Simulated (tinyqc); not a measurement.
Inside a calculation. Model: energy and delay of logic against supply voltage.

tinyqc, about 0.01 s, one thread, Intel Xeon 2.30GHz (shared host): `OMP_NUM_THREADS=1 python tinyqc.py 2082088 2082089 out.jsonl` Printed values are rounded.

One expression serves below and above threshold: I(Vg) = Ik [ln(1 + exp((Vg - VT + dd V)/(al nf Vt)))]^al, with I_on = I(V) and I_off = I(0). Gate delay td = kd C V/I_on, clock period LD td. Per gate and cycle the switching energy is act C V^2 and the leakage energy I_off V LD td. No short-circuit current, no variation. Minima are sought above 0.09 V; below a few Vt gates no longer switch and the model has no meaning.

Inputs (values chosen for the exercise); values of the order met in logic technologies: temperature T = 300 K; threshold voltage at zero drain bias VT = 0.39 V; slope factor nf = 1.08; barrier lowering per volt of supply dd = 0.08; specific current of a gate Ik = 1.9 uA; exponent of the current law al = 1.89; load capacitance of a gate C = 1.1 fF; delay factor kd = 1.1; logic depth LD = 20; activity factor act = 0.3; supply voltage V = 0.85 V.

Constants: q = 1.602176634e-19 C, kB = 1.380649e-23 J/K, Vt = kB T/q. Results are converted to the units shown.

Range of the model: At a supply of a few Vt gates lose their noise margin, and variation, left out here, decides whether they work.

## Currents, delay and energies

I_on, I_off, td, clock frequency 1/(LD td), both energies and their sum.

I_on = 147.651 uA
I_off = 0.0185852 nA
td = 6.96573 ps
clock frequency = 7.17800 GHz
switching energy = 238.425 aJ
leakage energy = 0.00220081 aJ
energy = 238.427 aJ

I_on/I_off = 7.94e6; leakage makes up 9.23e-4 % of the energy.

## Starting value

V = 0.1 V.

V at the start = 0.1 V

## Iteration 1: new V

Minimum-energy supply: E(V) is the energy per gate and cycle; with h = 0.001 V, E' = (E(V + h) - E(V - h))/(2 h), E'' = (E(V - h) - 2 E(V) + E(V + h))/h^2, V(new) = V - E'/E''.

E' = -40.3038 aJ/V
E'' = 992.102 aJ/V^2
V after iteration 1 = 0.140625 V

## Iteration 2: new V

As before.

E' = 25.6965 aJ/V
E'' = 1791.17 aJ/V^2
V after iteration 2 = 0.126278 V

## Course of the iteration

Stop when the step is below 1e-9 V, or after 40 iterations.

Course of the iteration:
```
iteration,V before the step (V),step (V)
1,0.1,0.0406
2,0.140625,-0.0143
3,0.126278,1.65e-4
4,0.126443,-3.86e-8
5,0.126443,-2.22e-12
```

Converged in 5 iterations. There leakage makes up 44.4 % of the energy and the clock runs at 0.0704 MHz.
